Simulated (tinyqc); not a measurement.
Inside a calculation: sp3s* tight binding. Values are carried at full precision from step to step, so a last printed digit may differ when a step is redone from the rounded ones.

sp3s* tight binding, nearest neighbours only: anion (a) at 0, cation (c) at a/4 (1,1,1), orbitals s, px, py, pz, s* on each; k in units of 2 pi/a. With phases e_j = exp(i (pi/2) k.n_j) for n = (1,1,1), (1,-1,-1), (-1,1,-1), (-1,-1,1): g0 = (e1+e2+e3+e4)/4, g1 = (e1+e2-e3-e4)/4, g2 = (e1-e2+e3-e4)/4, g3 = (e1-e2-e3+e4)/4. The diagonal holds the levels Esa, Epa, Exa (s*) and Esc, Epc, Exc. Anion-cation block: <sa|sc> = Vss g0; <sa|xc> = Vsapc g1; <xa|sc> = -Vscpa g1; <xa|xc> = Vxx g0; <xa|yc> = <ya|xc> = Vxy g3, <xa|zc> = <za|xc> = Vxy g2, <ya|zc> = <za|yc> = Vxy g1; <s*a|xc> = Vxapc g1; <xa|s*c> = -Vpaxc g1; y and z take g2 and g3 in place of g1; s-s* and s*-s* vanish.

Constants: hbar^2/2m0 = 3.80998211 eV angstrom^2.

Inputs chosen for the exercise (near a published set for Si, fitted to gaps, whose masses and valley positions are rough; the results hold for these values, not for the real material): k = (0.16, 0.16, 0.16) 2 pi/a (wave vector); Esa = -4.204 eV (s level of the anion); Epa = 1.719 eV (p level of the anion); Esc = -4.204 eV (s level of the cation); Epc = 1.719 eV (p level of the cation); Exa = 6.668 eV (s* level of the anion); Exc = 6.668 eV (s* level of the cation); Vss = -8.295 eV (s-s); Vxx = 1.72 eV (px-px); Vxy = 4.563 eV (px-py); Vsapc = 5.734 eV (s anion, p cation); Vscpa = 5.734 eV (s cation, p anion); Vxapc = 5.391 eV (s* anion, p cation); Vpaxc = 5.391 eV (p anion, s* cation); a = 5.431 angstrom (lattice constant).

## Phase sums

Form g0 to g3 at this k.

g0, g1, g2, g3: 0.90868-0.01538i  -0.05990+0.23331i  -0.05990+0.23331i  -0.05990+0.23331i

## The Hamiltonian without spin-orbit coupling

Fill in the 10 x 10 matrix.

H(k) (eV):
```
                  sa               xa               ya               za              s*a               sc
sa           -4.2040                0                0                0                0  -7.5375+0.1276i
xa                 0           1.7190                0                0                0   0.3435-1.3378i
ya                 0                0           1.7190                0                0   0.3435-1.3378i
za                 0                0                0           1.7190                0   0.3435-1.3378i
s*a                0                0                0                0           6.6680                0
sc   -7.5375-0.1276i   0.3435+1.3378i   0.3435+1.3378i   0.3435+1.3378i                0          -4.2040
xc   -0.3435-1.3378i   1.5629+0.0265i  -0.2733-1.0646i  -0.2733-1.0646i  -0.3229-1.2578i                0
yc   -0.3435-1.3378i  -0.2733-1.0646i   1.5629+0.0265i  -0.2733-1.0646i  -0.3229-1.2578i                0
zc   -0.3435-1.3378i  -0.2733-1.0646i  -0.2733-1.0646i   1.5629+0.0265i  -0.3229-1.2578i                0
s*c                0   0.3229+1.2578i   0.3229+1.2578i   0.3229+1.2578i                0                0

                  xc               yc               zc             s*c
sa   -0.3435+1.3378i  -0.3435+1.3378i  -0.3435+1.3378i               0
xa    1.5629-0.0265i  -0.2733+1.0646i  -0.2733+1.0646i  0.3229-1.2578i
ya   -0.2733+1.0646i   1.5629-0.0265i  -0.2733+1.0646i  0.3229-1.2578i
za   -0.2733+1.0646i  -0.2733+1.0646i   1.5629-0.0265i  0.3229-1.2578i
s*a  -0.3229+1.2578i  -0.3229+1.2578i  -0.3229+1.2578i               0
sc                 0                0                0               0
xc            1.7190                0                0               0
yc                 0           1.7190                0               0
zc                 0                0           1.7190               0
s*c                0                0                0          6.6680
```

## Levels at this k

Diagonalise H, which belongs to k = (0.16, 0.16, 0.16) (2 pi/a). Four bands are filled (two electrons each); give the make-up of band 5, the lowest empty one.

levels (eV): -12.1157  -2.1303  -0.4169  -0.4169  2.8306  3.8549  3.8549  4.3001  7.4170  8.0643

weights of band 5: s 0.121, p 0.654, s* 0.225

weight of band 5 on atom a = 0.500

The vertical gap at this k is 3.2475 eV; band 5 is mostly p-like.

## Levels at Gamma

At k = 0 only g0 = 1 is left and H falls into 2 x 2 blocks [[E_a, V], [V, E_c]] with roots (E_a + E_c)/2 -/+ sqrt(((E_a - E_c)/2)^2 + V^2); the s* levels stay uncoupled. The direct gap runs from the highest lower root of the p blocks to the lowest upper root.

Blocks at Gamma (eV):

| block | E_a | E_c | V | lower root | upper root |
|---|---|---|---|---|---|
| s (Gamma1) | -4.2040 | -4.2040 | -8.2950 | -12.4990 | 4.0910 |
| p (Gamma15) | 1.7190 | 1.7190 | 1.7200 | -0.0010 | 3.4390 |

direct gap at Gamma = 3.4400 eV

The lowest empty level at Gamma is p-like.

## Bands near the gap

Diagonalise at L = (1/2,1/2,1/2), X = (1,0,0), W = (1,1/2,0), K = (3/4,3/4,0) and at the fractions named between them; energies from the top of the valence band at Gamma; 4 bands are filled.

Levels (eV):

| k | level 2 | level 3 | level 4 | level 5 | level 6 |
|---|---|---|---|---|---|
| L | -7.079 | -1.421 | -1.421 | 2.487 | 2.490 |
| L-G 0.5 | -3.910 | -0.813 | -0.813 | 2.374 | 3.982 |
| G | 0.000 | 0.000 | 0.000 | 3.440 | 3.440 |
| G-X 0.2 | -0.956 | -0.440 | -0.440 | 2.841 | 3.880 |
| G-X 0.4 | -2.848 | -1.302 | -1.302 | 1.895 | 4.024 |
| G-X 0.6 | -4.844 | -2.107 | -2.107 | 1.279 | 3.292 |
| G-X 0.7 | -5.790 | -2.420 | -2.420 | 1.166 | 2.848 |
| G-X 0.8 | -6.680 | -2.652 | -2.652 | 1.191 | 2.398 |
| G-X 0.9 | -7.512 | -2.795 | -2.795 | 1.347 | 1.977 |
| X | -8.283 | -2.843 | -2.843 | 1.617 | 1.617 |
| W | -8.283 | -2.843 | -2.843 | 1.617 | 1.617 |
| K | -7.805 | -3.055 | -2.427 | 1.598 | 1.772 |
| K-G 0.5 | -4.582 | -1.979 | -0.878 | 2.226 | 3.346 |

On these points the lowest empty level is lowest at G-X 0.7, 1.166 eV above the top.

## Valleys and masses

The lowest conduction level at Gamma, at its minimum on (x,0,0) for x from 0.5 to 1, and at the point L (L, and X where the search ends there, need not be minima in this model; a zero or negative inverse mass shows it). Inverse masses m0/m = (E(+h) + E(-h) - 2 E)/(2 c q^2) with c = hbar^2/2m0, q = h 2 pi/a, h = 0.002; longitudinal along the valley axis ([100] at Gamma and Delta, [111] at L), transverse along [010] or [1-10]. A dash: the next level lies within 0.15 eV, so a single mass has no use there.

Valleys:

| valley | x (2 pi/a) | E - Ev (eV) | m0/m_l | m0/m_t |
|---|---|---|---|---|
| Gamma | 0.0000 | 3.4400 | - | - |
| Delta | 0.7317 | 1.1588 | 1.35 | 0.61 |
| L | 0.5000 | 2.4867 | - | - |

Of these three the lowest is the Delta line, which makes the gap indirect, 1.1588 eV. At Delta m0/m_t is 0.61. This nearest-neighbour model is fitted to gaps: it places the Delta minimum and the masses at Delta and L only roughly (transverse masses can be several times too heavy), and since its bands are flat from X to W the transverse mass grows too heavy towards X; d orbitals or second neighbours cure this.

## Checks

- Direct gap at Gamma from the blocks against the full matrix: both 3.44000.

Run: tinyqc, `OMP_NUM_THREADS=1 python tinyqc.py 1482796 1482797 out.jsonl`; Intel(R) Xeon(R) Processor @ 2.30GHz, one thread, shared host; about 0.2 s of CPU time with all checks.
